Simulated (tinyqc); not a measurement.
Input admittance of a MOSFET at zero drain bias: distributed channel and distributed gate: one step of the calculation.

Source and drain grounded, strong inversion, w = 2 pi f, Cox = eps0 eox/tox. The channel is an RC line of resistance 1/(mu Cox Vo) per square fed from both ends, so one finger has the intrinsic admittance y = i w Cox L tanh(g)/g per width, g = (1/2) sqrt(i w tau), tau = L^2/(mu Vo). The vertical resistance rv/L is in series with y, the overlaps 2 i w Cov in parallel: y_t = 1/(1/y + rv/L) + 2 i w Cov. The gate strip is a line of Rsh/L per length loaded by y_t, so a finger has Y = y_t Wf tanh(k)/k, k = (Wf/sd) sqrt(y_t Rsh/L); the device has Nf Y.

Problem. Admittance of the channel and stack per width. tau, g, c = Cox L, y and y_t as defined.

Values chosen for this exercise; values of the order met in silicon radio-frequency transistors:
- eox = 7.53 (relative permittivity of the gate insulator (close to silicon nitride))
- tox = 14 nm (insulator thickness)
- L = 0.41 um (channel length)
- mu = 390 cm^2/(V s) (channel mobility)
- Vo = 0.57 V (gate overdrive)
- rv = 0 ohm um^2 (vertical resistivity of the gate stack)
- Cov = 0.23 fF/um (overlap and fringe capacitance on each side)
- f = 21 GHz (frequency)

Constants: eps0 = 8.8541878128e-14 F/cm where lengths are in cm. Results are converted to the units shown.

Find: tau; g; c; y; y_t.

Solution.

tau = 7.5619 ps
g = 0.35316+0.35316i
c = 1.9525 fF/um
y = 21.21+255.52i uS/um
y_t = 21.21+316.21i uS/um

w tau = 0.998, and Im y is 0.992 of w c.

Numbers from tinyqc (`OMP_NUM_THREADS=1 python tinyqc.py 2262141 2262142 out.jsonl`; about 0.01 s on one thread of a shared Intel Xeon 2.30GHz).
